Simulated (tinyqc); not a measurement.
# Random telegraph noise from one oxide trap in a small MOSFET, step by step

Numbers from tinyqc (`OMP_NUM_THREADS=1 python tinyqc.py 2710174 2710175 out.jsonl`; about 0.01 s on one thread of a shared Intel Xeon 2.30GHz). Printed values are rounded.

An acceptor-like trap exchanges electrons with the channel. Inversion charge Q = Cox u, u = n Vt W0(exp((Vg - VT)/(n Vt))), W0 the Lambert function, n = nf, Cox = eps0 eox/tox; linear regime Id = (W/L) mu Q Vd. Relative to threshold the surface potential rises by Vt ln(u/u0) and the oxide voltage by the rest of Vg - VT, with u0 = n Vt W0(1).

Inputs (values chosen for the exercise); values of the order met in silicon transistors:
- T = 300 K (temperature)
- eox = 3.9 (relative permittivity of the gate insulator (close to silicon dioxide))
- tox = 4.1 nm (insulator thickness)
- xt = 0.33 nm (depth of the trap from the channel interface)
- E0 = 0.01 eV (trap level above the channel Fermi level at threshold)
- s0 = 2e-16 cm^2 (capture prefactor)
- EB = 0.26 eV (capture barrier (lattice relaxation))
- lt = 0.13 nm (tunnelling decay length)
- vth = 2.1e7 cm/s (thermal velocity)
- zi = 2.9 nm (thickness of the inversion layer)
- VT = 0.36 V (threshold voltage)
- nf = 1.19 (body factor)
- W = 130 nm (gate width)
- L = 120 nm (gate length)
- mu = 220 cm^2/(V s) (mobility)
- asc = 3.2e-16 V s (scattering coefficient of the charged trap)
- Vd = 0.02 V (drain voltage)
- Vg = 0.38 V (gate voltage)

Constants: q = 1.602176634e-19 C, kB = 1.380649e-23 J/K, Vt = kB T/q, eps0 = 8.8541878128e-14 F/cm where lengths are in cm. Results are converted to the units shown.

Range of the model: VT is taken as given; short-channel effects and the uneven flow of current among few electrons are left out.

## Trap level, time constants and occupancy

N = Cox u/q; dpsi = Vt ln(u/u0); E = E0 - dpsi - (xt/tox)(Vg - VT - dpsi); capture time tc = 1/[(N/zi) vth s0 exp(-xt/lt - EB/Vt)]; emission time te = tc exp(-E/Vt); occupancy te/(tc + te).

u = 0.0256240 V
N = 1.34700e11 cm^-2
dpsi = 0.00993574 V
E = -7.45788e-4 eV
tc = 1.51367e-4 s
te = 1.55797e-4 s
occupancy = 0.507212

The trap lies 0.029 Vt below the Fermi level, so it is filled 50.7 % of the time.

## Step height

A = W L; threshold step dV = q (1 - xt/tox)/(Cox A); gm/Id = 1/(u + n Vt); relative step dI/I = (gm/Id) dV + asc mu/A. Id as defined.

electrons in the channel N A = 21.0131
dV = 1.12128 mV
gm/Id = 17.7343 1/V
number part of dI/I = 1.98851 %
dI/I = 2.03364 %
Id = 0.102871 uA
dI = 2.09202 nA

## Lorentzian spectrum

Spectrum S(f) = 4 dI^2/{(tc + te)[(1/tc + 1/te)^2 + (2 pi f)^2]}; corner fc = (1/tc + 1/te)/(2 pi); variance dI^2 tc te/(tc + te)^2. Give S at f = 0, at fc and at 10 fc.

fc = 2073.01 Hz
S(0) = 3.35938e-22 A^2/Hz
S(fc) = 1.67969e-22 A^2/Hz
S(10 fc) = 3.32612e-24 A^2/Hz
rms current = 1.04590 nA

The rms value is 0.500 of the step; it reaches its largest share, 1/2, when tc = te.
